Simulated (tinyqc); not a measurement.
RKS/LDA (VWN5) in the sto-3g basis, for BeH+, spin multiplicity 1, step by step. One step of it, computed by the program tinyqc.

Question. Iteration 1: building the Kohn-Sham matrix. J_ij = sum D_kl (ij|kl); F = H + J + V_xc; E = tr D H + tr D J / 2 + E_xc + E_nn.

D at the start, lower triangle:
```
,1Be 1s,1Be 2s,1Be 2px,1Be 2py,1Be 2pz,2H 1s
1Be 1s,2.094933
1Be 2s,-0.346261,1.240389
1Be 2px,0.000000,0.000000,0.000000
1Be 2py,0.000000,0.000000,0.000000,0.000000
1Be 2pz,-0.234151,0.949292,0.000000,0.000000,0.726986
2H 1s,-0.009665,0.082508,0.000000,0.000000,0.063351,0.005578
```

core Hamiltonian H = T + V (hartree), lower triangle:
```
,1Be 1s,1Be 2s,1Be 2px,1Be 2py,1Be 2pz,2H 1s
1Be 1s,-8.191766
1Be 2s,-2.016510,-2.417666
1Be 2px,0.000000,0.000000,-1.921245
1Be 2py,0.000000,0.000000,0.000000,-1.921245
1Be 2pz,-0.012165,-0.115698,0.000000,0.000000,-2.006355
2H 1s,-0.290942,-0.827263,0.000000,0.000000,-0.937448,-1.762212
```

Two-electron integrals (ij|kl) in chemists' order, unique and non-zero (hartree):
```
i,j,k,l,(ij|kl)
1,1,1,1,2.298831
2,1,1,1,0.392036
2,1,2,1,0.079539
2,2,1,1,0.570988
2,2,2,1,0.143041
2,2,2,2,0.417683
3,1,3,1,0.014607
3,2,3,1,0.021888
3,2,3,2,0.092265
3,3,1,1,0.569578
3,3,2,1,0.143083
3,3,2,2,0.417589
3,3,3,3,0.449859
4,1,4,1,0.014607
4,2,4,1,0.021888
4,2,4,2,0.092265
4,3,4,3,0.024249
4,4,1,1,0.569578
4,4,2,1,0.143083
4,4,2,2,0.417589
4,4,3,3,0.401360
4,4,4,4,0.449859
5,1,5,1,0.014607
5,2,5,1,0.021888
5,2,5,2,0.092265
5,3,5,3,0.024249
5,4,5,4,0.024249
5,5,1,1,0.569578
5,5,2,1,0.143083
5,5,2,2,0.417589
5,5,3,3,0.401360
5,5,4,4,0.401360
5,5,5,5,0.449859
6,1,1,1,0.054822
6,1,2,1,0.011116
6,1,2,2,0.020169
6,1,3,3,0.020034
6,1,4,4,0.020034
6,1,5,1,0.000978
6,1,5,2,0.001853
6,1,5,5,0.020449
6,1,6,1,0.001628
6,2,1,1,0.153257
6,2,2,1,0.039064
6,2,2,2,0.127041
6,2,3,3,0.121990
6,2,4,4,0.121990
6,2,5,1,0.005064
6,2,5,2,0.032985
6,2,5,5,0.137024
6,2,6,1,0.006040
6,2,6,2,0.061333
6,3,3,1,0.003305
6,3,3,2,0.016127
6,3,5,3,0.005481
6,3,6,3,0.005098
6,4,4,1,0.003305
6,4,4,2,0.016127
6,4,5,4,0.005481
6,4,6,4,0.005098
6,5,1,1,0.172391
6,5,2,1,0.044423
6,5,2,2,0.151171
6,5,3,3,0.142279
6,5,4,4,0.142279
6,5,5,1,0.008106
6,5,5,2,0.050908
6,5,5,5,0.168798
6,5,6,1,0.007123
6,5,6,2,0.082375
6,5,6,5,0.113353
6,6,1,1,0.323749
6,6,2,1,0.083891
6,6,2,2,0.306979
6,6,3,3,0.285390
6,6,4,4,0.285390
6,6,5,1,0.011784
6,6,5,2,0.102046
6,6,5,5,0.349847
6,6,6,1,0.013185
6,6,6,2,0.194345
6,6,6,5,0.275287
6,6,6,6,0.774606
```

nuclear repulsion = 1.29859438 hartree

V_xc (hartree), lower triangle:
```
,1Be 1s,1Be 2s,1Be 2px,1Be 2py,1Be 2pz,2H 1s
1Be 1s,-1.439184
1Be 2s,-0.210070,-0.269500
1Be 2px,0.000000,0.000000,-0.263067
1Be 2py,0.000000,0.000000,0.000000,-0.263067
1Be 2pz,-0.011543,-0.095018,0.000000,0.000000,-0.275601
2H 1s,-0.030774,-0.109126,0.000000,0.000000,-0.137744,-0.270686
```

E_xc = sum of w rho eps_xc = -2.74951583 hartree

Give: Coulomb J; Kohn-Sham matrix F; total energy of this density.

Answer.

Coulomb J (hartree), lower triangle:
```
,1Be 1s,1Be 2s,1Be 2px,1Be 2py,1Be 2pz,2H 1s
1Be 1s,5.715
1Be 2s,1.060,1.960
1Be 2px,0.000,0.000,1.943
1Be 2py,0.000,0.000,0.000,1.943
1Be 2pz,0.037,0.177,0.000,0.000,1.985
2H 1s,0.152,0.633,0.000,0.000,0.763,1.514
```

Kohn-Sham matrix F (hartree), lower triangle:
```
,1Be 1s,1Be 2s,1Be 2px,1Be 2py,1Be 2pz,2H 1s
1Be 1s,-3.916
1Be 2s,-1.167,-0.727
1Be 2px,0.000,0.000,-0.241
1Be 2py,0.000,0.000,0.000,-0.241
1Be 2pz,0.013,-0.033,0.000,0.000,-0.297
2H 1s,-0.170,-0.303,0.000,0.000,-0.312,-0.518
```

total energy of this density = -14.32748 hartree

This density is the starting one.
